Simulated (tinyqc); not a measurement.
## Length offset and series resistance from crossing lines

Problem. R_total = Rs + k (L - dL)/Vo with constant Rs, dL and k. Find k, dL and Rs.

R_total at (L, Vo) = (90, 0.32), (270, 0.32), (90, 0.98) and (270, 0.98), L in nm and Vo in V (ohm um): 603.28125  1447.0312  358.62245  634.13265

Solution. At each overdrive R is a straight line in L with slope k/Vo; the two lines cross at L = dL, R = Rs.

k = 1.50 ohm um V/nm
dL = 12.5 nm
Rs = 240 ohm um

Numbers from tinyqc (`OMP_NUM_THREADS=1 python tinyqc.py 2282298 2282299 out.jsonl`; about 0.03 s on one thread of a shared Intel Xeon 2.30GHz).
